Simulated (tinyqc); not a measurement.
# Changing the misalignment of the mask

Model: anisotropic wet etching of Si(100): plane rates, V-grooves, membranes and undercut. Computed by tinyqc, a small Python program. Command: `OMP_NUM_THREADS=1 python tinyqc.py 3018467 3018468 out.jsonl wetetch sweep`. One thread of a shared host (Intel(R) Xeon(R) Processor @ 2.30GHz), about 0.01 s of CPU time with the checks.

A long slot opens the mask on a (100) wafer. The floor etches at R100; (111) walls stand at theta = arctan(sqrt2) = 54.7356 degrees to the surface and recede at R111 along their normal.

Inputs (values chosen for the exercise, close to those used for tetramethylammonium hydroxide solutions):
```
quantity                                                                    value    unit
prefactor k0 of the (100) rate                                            4.8e+08  um/min
activation energy of (100), E                                               0.626      eV
ratio (100)/(111) at 80 C                                                      22       -
extra energy of (111), dE                                                    0.12      eV
ratio (100)/oxide at 80 C                                                    5300       -
extra energy of the oxide, dE_ox                                             0.23      eV
corner undercut rate over (100) rate, c                                       3.5       -
bath temperature T                                                             55       C
width w (mask opening along <110>, or membrane width in the design step)      390      um
etch time t                                                                   110     min
wafer thickness d                                                             525      um
membrane thickness wanted                                                      42      um
```

Constants: k_B = 8.617333262e-05 eV/K.

Method:
- R100 = k0 exp(-E/(k_B T)); a ratio given at 80 C scales as exp[(extra energy/k_B)(1/T - 1/353.15 K)]; R111 and R_ox follow by division.
- Temperatures in kelvin are T(C) + 273.15.
- A misaligned edge exposes ledges and adds R100 sin(misalignment) to the lateral rate (a simple estimate): u = R111/sin(theta) + R100 sin(misalignment). Top width W = w + 2 u t; floor width b = W - 2 z/tan(theta) = W - sqrt2 z. The floor lasts until b = 0, at t_V = w/(sqrt2 R100 - 2u); depth z = R100 t before t_V and W/sqrt2 after.
- Etch depth d - membrane, time = depth/R100; for a membrane as wide as w the opening must be w + sqrt2 depth - 2 u time; oxide mask consumed R_ox x time; a 1 K error changes the depth by the fraction E/(k_B T^2); a convex mask corner, such as that of a mesa, would retreat by c x depth.

One run for each value:
```
misalignment of the mask (degrees)  lateral rate u (um/min)  top width W (um)  opening needed (um)
0.0                                                 0.00481             391.1                 1033
0.1                                                 0.00501             391.1                 1032
0.2                                                 0.00522             391.1                 1030
0.5                                                 0.00583             391.3                 1025
1.0                                                 0.00685             391.5                 1016
1.5                                                 0.00787             391.7                 1008
2.0                                                 0.00888             392.0                 1000
3.0                                                 0.01092             392.4                  983
5.0                                                 0.01498             393.3                  949
```

What does the table show, and why?

Over the rows, lateral rate u (um/min) rises from 0.00481 to 0.0150; top width W (um) rises from 391.1 to 393.3; opening needed (um) falls from 1030 to 949. Misalignment matters once sin(angle) reaches R111/(R100 sin theta), so a high anisotropy demands tight alignment.

Caution (all rows): rates also depend on concentration, doping, additives and stirring, all held fixed here.
